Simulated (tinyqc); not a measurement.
Interband optics of a two-band s-p chain from momentum matrix elements: one step. Transitions on the mesh. Two cases, with inputs chosen for the exercise.

Task: At each k_j = (j + 1/2)/N (2 pi/a) up to the zone edge give D = Ec - Ev, w = |<c|W|v>|^2 and f = w/(c D), c = hbar^2/2m0; the other half of the zone repeats the values.

H(k) = [[Es - 2 ts cos ka, 2i V sin ka], [-2i V sin ka, Ep_ + 2 tp cos ka]] in the basis s, p; the lower band is full, with two electrons a cell. The velocity operator times hbar is W = dH/dk (eV angstrom); intra-atomic dipoles are left out.

Constants: hbar^2/2m0 = 3.80998211 eV angstrom^2.

Case 1.

Values chosen: a = 3.35 angstrom (period); Es = 1.97 eV (upper orbital (s)); Ep_ = -3.32 eV (lower orbital (p)); ts = 0.44 eV (s-s hopping); tp = 0.59 eV (p-p hopping); V = 0.95 eV (s-p hopping); N = 12 (k points).

Case 2.

Values chosen: a = 4.17 angstrom (period); Es = 2.52 eV (upper orbital (s)); Ep_ = -1.94 eV (lower orbital (p)); ts = 0.59 eV (s-s hopping); tp = 0.5 eV (p-p hopping); V = 1.59 eV (s-p hopping); N = 6 (k points).

Give: Transitions.

Result:

Case 1.

Transitions:
```
k (2 pi/a)  D (eV)  w (eV^2 angstrom^2)      f
0.0417      3.4436               31.775  2.422
0.1250      4.6813                5.221  0.293
0.2083      6.0083                0.536  0.023
0.2917      6.8835               10.054  0.383
0.3750      7.2620               25.848  0.934
0.4583      7.3459               38.593  1.379
```

D runs from 3.444 to 7.346 eV on the mesh; f is largest at k = 0.0417.

Case 2.

Transitions:
```
k (2 pi/a)  D (eV)  w (eV^2 angstrom^2)      f
0.0833      4.0900               29.756  1.910
0.2500      7.7680               13.849  0.468
0.4167      7.0999              127.365  4.708
```

D runs from 4.090 to 7.768 eV on the mesh; f is largest at k = 0.4167.

Computed by tinyqc, one run a case: `OMP_NUM_THREADS=1 python tinyqc.py N N+1 out.jsonl` with N = 1681690, 1681760; one thread of a shared Intel(R) Xeon(R) Processor @ 2.30GHz, about 0.02 s a run at most.
